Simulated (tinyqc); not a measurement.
## Band offsets of oxides on a semiconductor by the charge-neutrality-level model: oxides compared

Each material has a charge-neutrality level at the depth Phi = chi + Eg - CNL below vacuum. For oxide B on semiconductor A, dEc = (chiA - PhiA) - (chiB - PhiB) + S (PhiA - PhiB), dEv = EgB - EgA - dEc, with the pinning factor S = 1/(1 + 0.1 (eps_inf - 1)^2) of the oxide. S = 1 is the affinity rule, S = 0 aligns the two levels.

The same for each oxide, with both limits.

Parameters, values chosen for the exercise; substrate values close to those of gallium arsenide: gap of the semiconductor EgA = 1.41 eV; its electron affinity chiA = 4.12 eV; its charge-neutrality level above the valence edge cA = 0.54 eV.

Oxides (values chosen for the exercise, close to those of the materials named):

|  | Eg (eV) | chi (eV) | CNL above Ev (eV) | eps_inf |
|---|---|---|---|---|
| silicon dioxide | 8.79 | 0.91 | 4.42 | 2.21 |
| silicon nitride | 5.3 | 2.12 | 2.62 | 4.2 |
| aluminium oxide | 8.99 | 1.01 | 5.47 | 3.33 |
| hafnium oxide | 6.11 | 2.38 | 3.6 | 4.06 |
| zirconium oxide | 5.68 | 2.5 | 3.63 | 4.94 |
| titanium oxide | 3.12 | 3.94 | 2.15 | 7.82 |
| tantalum oxide | 4.48 | 3.38 | 3.21 | 4.83 |

Offsets:

|  | S | dEc (eV) | dEv (eV) | dEc, S = 1 (eV) | dEc, S = 0 (eV) |
|---|---|---|---|---|---|
| silicon dioxide | 0.8723 | 3.247 | 4.133 | 3.210 | 3.500 |
| silicon nitride | 0.4941 | 1.904 | 1.986 | 2.000 | 1.810 |
| aluminium oxide | 0.6481 | 2.948 | 4.632 | 3.110 | 2.650 |
| hafnium oxide | 0.5164 | 1.692 | 3.008 | 1.740 | 1.640 |
| zirconium oxide | 0.3918 | 1.352 | 2.918 | 1.620 | 1.180 |
| titanium oxide | 0.1770 | 0.1142 | 1.596 | 0.1800 | 0.1000 |
| tantalum oxide | 0.4054 | 0.5378 | 2.532 | 0.7400 | 0.4000 |

What does the table show?

Both offsets exceed 1 eV for: silicon dioxide, silicon nitride, aluminium oxide, hafnium oxide, zirconium oxide. dEc falls short for: titanium oxide, tantalum oxide. The choice of S matters most for aluminium oxide, where the limits differ by 0.460 eV.

Range of the model: The model ignores the chemistry of the actual interface, which can move offsets by several tenths of an eV.

Program tinyqc, `OMP_NUM_THREADS=1 python tinyqc.py 2410172 2410173 out.jsonl`; Intel Xeon 2.30GHz, shared host, one thread, about 0.01 s.
